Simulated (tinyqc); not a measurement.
Interface traps by the conductance method, a continuum of levels: two steps of the calculation.

MOS capacitor on an n-type substrate; psi is the band bending, negative in depletion; only majority carriers are counted. The traps exchange electrons with the conduction band; their admittance lies in parallel with Cd, and that pair in series with Cox and Rs. w = 2 pi f.

Parameters, values chosen for the exercise; band and dielectric values close to those of gallium nitride:
- T = 200 K (temperature)
- eps_r = 9.68 (relative permittivity)
- Nd = 1.3e17 cm^-3 (donor density)
- EOT = 1.8 nm (equivalent oxide thickness)
- ps = -0.116 V (band bending psi)
- sn = 8.2e-15 cm^2 (capture cross-section for electrons)
- vth = 2.1e7 cm/s (thermal velocity)
- Dit = 3.1e12 cm^-2 eV^-1 (interface trap density)
- f = 3.3e7 Hz (signal frequency)

Constants: q = 1.602176634e-19 C, kB = 1.380649e-23 J/K, Vt = kB T/q, eps0 = 8.8541878128e-14 F/cm where lengths are in cm. Results are converted to the units shown.

Question 1. Capacitances and time constant. Cox = 3.9 eps0/EOT, LD = sqrt(eps0 eps_r Vt/(q Nd)), u = psi/Vt, Cd = (eps0 eps_r/(sqrt(2) LD)) |exp(u) - 1|/sqrt(exp(u) - u - 1); ns = Nd exp(u); tau = 1/(sn vth ns), Cit = q Dit (Dit per eV).

Find: Cox; Cd; ns; tau; Cit.

Answer 1.

Cox = 1918.4 nF/cm^2
Cd = 300.23 nF/cm^2
ns = 1.5519e14 cm^-3
tau = 3.7419e-8 s
Cit = 496.67 nF/cm^2

Question 2. Parallel conductance and capacitance. With x = w tau: Gp/w = Cit ln(1 + x^2)/(2 x), Cp = Cd + Cit arctan(x)/x.

Cd = 300.23247 nF/cm^2
tau = 3.7419230e-8 s
Cit = 496.67476 nF/cm^2

Give: x; Gp/w; Cp.

Answer 2.

x = 7.7587
Gp/w = 131.68 nF/cm^2
Cp = 392.58 nF/cm^2

The peak of Gp/w lies at x = 1.98 with the height 0.402 Cit; this frequency gives 0.265 Cit.

Computed by the program tinyqc: `OMP_NUM_THREADS=1 python tinyqc.py 2030032 2030033 out.jsonl`, one thread of a shared Intel Xeon 2.30GHz, about 0.01 s for the whole run.
